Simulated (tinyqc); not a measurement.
Inside a calculation. Method: Hueckel theory of the pi electrons, for the molecule BC=C(O)C=C[CH2+] (SMILES; centres numbered as the heavy atoms are written). One step of it, computed by the program tinyqc.

Question. Energy, charges, bond orders. E = sum n x; q_r = z_r - P_rr; bond order p = P_rs; free valence = sqrt(3) - sum of p over the bonds of the atom.

x values: 2.431187  1.577650  0.977172  0.146702  -0.777663  -1.360719  -1.844329

occupations: 2.000000  2.000000  2.000000  0.000000  0.000000  0.000000  0.000000

charge and bond-order matrix P, lower triangle:
```
           1B         2C         3C         4O        5C        6C        7C
1B   0.113025
2C   0.309732   0.865040
3C   0.256498   0.769829   0.860064
4O  -0.106836  -0.183605   0.258834   1.938610
5C   0.086558   0.313735   0.488046  -0.067947  0.653016
6C  -0.110241  -0.219461   0.057085  -0.043211  0.622656  0.974314
7C  -0.143147  -0.336024  -0.116395   0.020173  0.378383  0.739051  0.595931
```

Centres:
```
centre  z_r, pi electrons of the neutral centre          h
1B                                            0  -0.920000
2C                                            1   0.000000
3C                                            1   0.000000
4O                                            2   2.070000
5C                                            1   0.000000
6C                                            1   0.000000
7C                                            1   0.000000
```

Bonds:
```
i  j         k
1  2  0.720000
2  3         1
3  4  0.730000
3  5         1
5  6         1
6  7         1
```

Give: pi energy = 6 alpha + this times beta; pi charges; Bond orders and lengths from R = 1.517 - 0.180 p; free valence of the carbons; gap between the highest filled and the next level.

Answer.

pi energy = 6 alpha + this times beta = 9.972

pi charges: 1B -0.113, 2C 0.135, 3C 0.140, 4O 0.061, 5C 0.347, 6C 0.026, 7C 0.404

Bond orders and lengths from R = 1.517 - 0.180 p (angstrom, C-C alone):
```
bond      p      R
1-2   0.310      -
2-3   0.770  1.378
3-4   0.259      -
3-5   0.488  1.429
5-6   0.623  1.405
6-7   0.739  1.384
```

free valence of the carbons: 2C 0.652, 3C 0.215, 5C 0.621, 6C 0.370, 7C 0.993

gap between the highest filled and the next level = 0.830 |beta|
